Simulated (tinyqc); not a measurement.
Scattering of inversion-layer electrons by surface optical phonons of the gate insulator (remote phonon scattering): one step, computed by the program tinyqc.

One subband with the Fang-Howard envelope; insulator and channel are half-spaces, the gate is far away, and an interlayer only moves the polar surface away by t (its own modes and its permittivity contrast are left out).

Question. Squared matrix elements. For a mode of strength g, without the occupation factor, Area x |M(q)|^2 = e^2 hbar w g/(2 eps_0 q) x (b/(b + q))^6 exp(-2 q t).

Inputs (values chosen for the exercise, modelled on HfO2 on In0.53Ga0.47As): in-plane mass m = 0.0431 m_0; interlayer thickness t = 1 nm; temperature T = 300 K.

Screening by the channel electrons: none.

b = 0.7142857 1/nm

hbar omega_SO (meV): 1 16.26867, 2 50.42723

strengths g: 1 0.02024147, 2 0.00414473

Constants: e^2/(4 pi eps_0) = 14.39964548 eV angstrom.

Give: the table «Area x |M|^2 (meV^2 nm^2)» with the columns (b/(b + q))^6, exp(-2 q t), mode 1, mode 2, for q (1/nm) = 0.05, 0.10, 0.20, 0.30, 0.50, 0.80, 1.20.

Answer.

Area x |M|^2 (meV^2 nm^2):
```
q (1/nm)  (b/(b + q))^6  exp(-2 q t)     mode 1     mode 2
0.05             0.6663       0.9048  3.593e+04  2.280e+04
0.10             0.4556       0.8187  1.111e+04  7.054e+03
0.20             0.2274       0.6703  2.270e+03  1.441e+03
0.30             0.1220       0.5488  6.648e+02  4.220e+02
0.50             0.0414       0.3679  9.082e+01  5.764e+01
0.80             0.0110       0.2019  8.282e+00  5.257e+00
1.20             0.0027       0.0907  6.079e-01  3.858e-01
```

Caution: E_F is high enough for upper subbands or non-parabolicity, left out here, to matter.
